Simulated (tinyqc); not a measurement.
Weibull analysis of times to dielectric breakdown, with area scaling: two steps of the calculation.

Breakdown times follow F(t) = 1 - exp(-(t/t63)^beta). The 9 times below were drawn at random from beta = 2.4, t63 = 3800 s and are treated as data; all samples failed.

Question 1. Median ranks and the Weibull scale. F_i = (i - 0.3)/(n + 0.4) for the sorted times, W_i = ln(-ln(1 - F_i)).

| i | t (s) |
|---|---|
| 1 | 895 |
| 2 | 2740 |
| 3 | 3610 |
| 4 | 3880 |
| 5 | 3890 |
| 6 | 4560 |
| 7 | 4620 |
| 8 | 4730 |
| 9 | 5200 |

Wanted: F; W; ln t.

Answer 1.

| i | F | W | ln t |
|---|---|---|---|
| 1 | 0.0745 | -2.559 | 6.797 |
| 2 | 0.1809 | -1.612 | 7.916 |
| 3 | 0.2872 | -1.083 | 8.191 |
| 4 | 0.3936 | -0.693 | 8.264 |
| 5 | 0.5000 | -0.367 | 8.266 |
| 6 | 0.6064 | -0.070 | 8.425 |
| 7 | 0.7128 | 0.221 | 8.438 |
| 8 | 0.8191 | 0.537 | 8.462 |
| 9 | 0.9255 | 0.955 | 8.556 |

Question 2. Likelihood estimate of beta. Maximum likelihood: a(beta) = 1/beta with a = sum t^beta ln t/sum t^beta - mean ln t. Newton step: beta(new) = beta - [a - 1/beta]/[v + 1/beta^2], v the variance of ln t under the weights t^beta.

| i | t (s) |
|---|---|
| 1 | 895 |
| 2 | 2740 |
| 3 | 3610 |
| 4 | 3880 |
| 5 | 3890 |
| 6 | 4560 |
| 7 | 4620 |
| 8 | 4730 |
| 9 | 5200 |

beta at the start = 1.8

Give: beta after iteration 1.

Answer 2.

beta after iteration 1 = 2.772

tinyqc, about 0.01 s, one thread, Intel Xeon 2.30GHz (shared host): `OMP_NUM_THREADS=1 python tinyqc.py 2070086 2070087 out.jsonl`
